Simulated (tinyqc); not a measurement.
Inside a calculation. Model: programming of a floating-gate cell by Fowler-Nordheim tunnelling.

tinyqc, about 0.01 s, one thread, Intel Xeon 2.30GHz (shared host): `OMP_NUM_THREADS=1 python tinyqc.py 2130098 2130099 out.jsonl` Printed values are rounded.

Per tunnel area the floating gate has Ctun = 3.9 eps0/tox to the channel (0 V) and Ccg to the control gate, Ct = Ctun/(1 - ag), no other coupling. With the threshold shift U = -Q/Ccg the field is F = ag (Vg - U)/tox, and dU/dt = J/Ccg. Fowler-Nordheim: J = A F^2 exp(-B/F), A = q^2/(16 pi^2 hbar mo phi) (times 1e14 for A/cm^2 with F in V/nm, emitter mass m0), B = (4/3) sqrt(mo/C) phi^1.5, C = hbar^2/(2 m0).

Inputs (values chosen for the exercise); oxide values close to those of silicon dioxide: tunnel barrier phi = 3.2 eV; tunnelling mass mo = 0.49 m0; tunnel oxide thickness tox = 9.8 nm; coupling ratio Ccg/Ct ag = 0.71; tunnel area ar = 460 nm^2; threshold shift at the start Vt0 = -1.4 V; control-gate voltage Vg = 16 V; time step dt = 4.6 us; steps n = 10.

Constants: q = 1.602176634e-19 C, hbar = 1.054571817e-34 J s, m0 = 9.1093837015e-31 kg, eps0 = 8.8541878128e-14 F/cm where lengths are in cm, hbar^2/(2 m0) = 0.0380998212 eV nm^2. Results are converted to the units shown.

Range of the model: Programming fields of 10 MV/cm and more wear the oxide; trapping and the channel potential are ignored.

## Constants of the cell

A, B, Ccg = ag Ct, the starting field and current, K = A B ag/(Ccg tox), and the knee time t0 = exp(B/F(0))/K.

A = 9.83057e7 A cm^-2 (V/nm)^-2
B = 27.3716 V/nm
Ccg = 0.862676 uF/cm^2
F(0) = 1.26061 V/nm
J(0) = 0.0580670 A/cm^2
K = 2.25977e14 1/s
t0 = 11.9055 us
electrons for 1 V of shift = 24.7682

## Explicit time steps against the exact solution

U(new) = U + dt J(F(U))/Ccg. Exact: exp(B/F(t)) = exp(B/F(0)) + K t, K = A B ag/(Ccg tox), and U = Vg - tox F/ag.

```
step  t (us)  F (V/nm)  J (A/cm^2)  U by steps (V)  U exact (V)
0          0   1.26061   0.0580670        -1.40000     -1.40000
1        4.6   1.23818   0.0378001        -1.09037     -1.14208
2        9.2   1.22358   0.0283537        -0.88881     -0.95298
3       13.8   1.21262   0.0227532        -0.73762     -0.80430
4       18.4   1.20383   0.0190172        -0.61630     -0.68215
5         23   1.19649   0.0163379        -0.51489     -0.57870
6       27.6   1.19018   0.0143191        -0.42778     -0.48913
7       32.2   1.18464   0.0127418        -0.35142     -0.41024
8       36.8   1.17972   0.0114748        -0.28348     -0.33983
9       41.4   1.17529   0.0104345        -0.22229     -0.27630
10        46   1.17126  0.00956481        -0.16666     -0.21847
```

The steps run ahead by 51.7 mV after the first and 51.8 mV after the last, as each uses the larger current of its start; the step is 0.39 of the knee time t0.
